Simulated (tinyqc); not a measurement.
Inside a calculation. Model: hot electrons in a saturated n-channel MOSFET, lucky-electron model.

tinyqc, about 0.01 s, one thread, Intel Xeon 2.30GHz (shared host): `OMP_NUM_THREADS=1 python tinyqc.py 2550084 2550085 out.jsonl` Printed values are rounded.

Beyond pinch-off the lateral field grows as Esat cosh(y/l) over the velocity-saturated region (pseudo-two-dimensional model). Impact ionisation in this region gives the substrate current, which biases the body forward through Rsub. Currents are per width. Local-field laws: they overstate ionisation when the field peak is narrower than an energy relaxation length.

Inputs (values chosen for the exercise); values close to those of silicon n-channel devices: channel length L = 0.35 um; oxide thickness tox = 8.9 nm; junction depth xj = 120 nm; threshold VT = 0.46 V; effective mobility mu = 420 cm^2/(V s); saturation velocity vs = 9.7e6 cm/s; ionisation prefactor Ai = 2e6 1/cm; ionisation field Bi = 1.76 MV/cm; resistance of the lightly doped drain Rd = 400 ohm um; substrate resistance Rsub = 4200 ohm um; fall of VT per volt of forward body bias kb = 0.46; hot-electron mean free path lm = 9.6 nm; oxide barrier pb = 3.2 V; prefactor of the gate current Cg = 0.0017; lifetime exponent m = 3; lifetime constant Hl = 2000 s uA/um; drain voltage Vd = 2.5 V; gate voltage Vg = 1.6 V.

Constants: eps0 = 8.8541878128e-14 F/cm where lengths are in cm. Results are converted to the units shown.

## Length and field scales

Cox = 3.9 eps0/tox, l = sqrt(3 tox xj), Esat = 2 vs/mu.

Cox = 0.387992 uF/cm^2
l = 56.6039 nm
Esat = 0.0461905 MV/cm
Esat L = 1.61667 V

## Iteration 1: body bias from the substrate current

Vb at the start = 0 V

Cox = 3.9 eps0/tox. Overdrive g = Vg - VT + kb Vb; Vdsat = g Esat L/(g + Esat L); Id = Cox vs (g - Vdsat); dV = Vd - Id Rd - Vdsat; Em = sqrt((dV/l)^2 + Esat^2); Isub = Id (Ai/Bi) l Em exp(-Bi/Em). Vb(new) = Rsub Isub.

Vdsat = 0.668561 V
Id = 177.427 uA/um
dV = 1.76047 V
Em = 0.314427 MV/cm
Isub = 1.33029 uA/um
Vb after iteration 1 = 0.00558720 V

## Iteration 2: body bias from the substrate current

As before.

Vdsat = 0.669444 V
Id = 178.062 uA/um
dV = 1.75933 V
Em = 0.314228 MV/cm
Isub = 1.32949 uA/um
Vb after iteration 2 = 0.00558385 V

## Course of the iteration: body bias from the substrate current

Stop when Vb changes by less than 1e-9 V, or after 60 iterations.

Course of the iteration:
```
iteration      Vb (V)  |change| (V)
1          0.00558720       5.59e-3
2          0.00558385       3.35e-6
3          0.00558385       2.02e-9
4          0.00558385      1.22e-12
```

Converged in 4 iterations. At the end each change is about 6.0e-4 times the one before, with alternating sign: linear convergence.

## Gate current, lifetime and channel shortening

Id = 178.062 uA/um
dV = 1.75933 V
Em = 0.314228 MV/cm
Isub = 1.32949 uA/um

Ig = Cg Id exp(-pb/(lm Em)); lifetime tau = (Hl/Id)(Isub/Id)^(-m); length of the saturated region dL = l ln[(dV/l + Em)/Esat]. 1 year = 3.15576e7 s.

Isub/Id = 0.00746644
Ig = 7.48207 pA/um
tau = 0.855096 years
dL = 147.456 nm

The lifetime misses ten years. Integrating Ai exp(-Bi/E) over the cosh profile gives Isub/Id = 0.00655, so the closed form is 14 % above it.
